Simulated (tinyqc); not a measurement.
# Worked calculation: superjunction drift layer against a plain one, charge balance

Program tinyqc, `OMP_NUM_THREADS=1 python tinyqc.py 2590028 2590029 out.jsonl`; Intel Xeon 2.30GHz, shared host, one thread, about 0.01 s. Printed values are rounded.

Alternating n and p pillars of equal width wp, doping N and length Lp. When depleted, the lateral field peaks at Ex = q N wp/(2 eps0 eps_r) at the pillar junctions and a uniform vertical field Ey is added; breakdown is taken where Ex^2 + Ey^2 = Ef^2. Only the n pillars conduct, narrowed by the zero-bias depletion. A first-order model: the field peaks at the pillar ends are left out.

Values chosen for this exercise; values close to those of gallium nitride:
```
symbol  value        unit                                     meaning
eps_r    9.27              relative permittivity of the semiconductor
E16      3.08       MV/cm    critical field at a doping of 1e16 cm^-3
mx       1130  cm^2/(V s)                      mobility at low doping
mi       58.5  cm^2/(V s)                     mobility at high doping
Nr       2e17       cm^-3            reference doping of the mobility
BV       2800           V                    wanted breakdown voltage
wp        1.5          um                        width of each pillar
Ef        2.8       MV/cm           critical field inside the pillars
a        0.46                     lateral peak field as a share of Ef
Vb        2.8           V    built-in voltage of the pillar junctions
dl        5.4           %                charge imbalance (Nn - Np)/N
```

Constants: q = 1.602176634e-19 C, eps0 = 8.8541878128e-14 F/cm where lengths are in cm. Results are converted to the units shown.

## Iteration 1: doping of the plain drift layer

N at the start = 1e15 cm^-3

Ec(N) = E16 (N/1e16 cm^-3)^(1/8); N(new) = eps0 eps_r Ec(N)^2/(2 q BV).

Ec = 2.30967 MV/cm
N after iteration 1 = 4.88013e15 cm^-3

## Iteration 2: doping of the plain drift layer

As before.

Ec = 2.81582 MV/cm
N after iteration 2 = 7.25336e15 cm^-3

## Course of the iteration: doping of the plain drift layer

Stop when N changes by less than 1e8 cm^-3, or after 40 iterations.

Course of the iteration:
```
iteration   N (cm^-3)  |change| (cm^-3)
1          4.88013e15           3.88e15
2          7.25336e15           2.37e15
3          8.00878e15           7.55e14
4          8.20962e15           2.01e14
5          8.26061e15           5.10e13
6          8.27341e15           1.28e13
7          8.27661e15           3.20e12
8          8.27741e15           8.01e11
9          8.27761e15           2.00e11
10         8.27766e15           5.01e10
11         8.27768e15           1.25e10
12         8.27768e15            3.13e9
13         8.27768e15            7.82e8
14         8.27768e15            1.96e8
15         8.27768e15            4.89e7
```

Converged in 15 iterations. At the end each change is about 0.25 times the one before: linear convergence.

## Thickness and resistance of the plain layer

N of the plain layer = 8.27768e15 cm^-3

Ec(N) = E16 (N/1e16 cm^-3)^(1/8), mu(N) = mi + (mx - mi)/(1 + (N/Nr)^0.9). W = 2 BV/Ec, Rsp = W/(q mu N).

mu = 1072.30 cm^2/(V s)
W = 18.6165 um
Rsp = 1.30907 mohm cm^2

## Design of the pillars

Ex = a Ef gives N = 2 eps0 eps_r a Ef/(q wp); Ey = Ef sqrt(1 - a^2); Lp = BV/Ey; xd = sqrt(eps0 eps_r Vb/(q N)) on each side; Rsp = 2 Lp/(q mu(N) N (1 - 2 xd/wp)). mu(N) = mi + (mx - mi)/(1 + (N/Nr)^0.9).

N = 8.79777e16 cm^-3
Ey = 2.48617 MV/cm
Lp = 11.2623 um
xd = 0.127688 um
Rsp = 0.245743 mohm cm^2

The pillars have an aspect ratio of 7.51. Their doping is 10.6 times, and their Rsp 0.188 times, that of the plain layer.

## Loss of breakdown voltage by imbalance

An imbalance dl leaves the mean net doping |dl| N/2, which tilts the vertical field by s = q |dl| N/(2 eps0 eps_r): BV(dl) = Ey Lp - s Lp^2/2, or Ey^2/(2 s) if the field reaches zero inside the pillar.

tilt s = 46.3680 kV/(cm um)
BV(dl) = 2505.94 V
loss = 10.5023 %
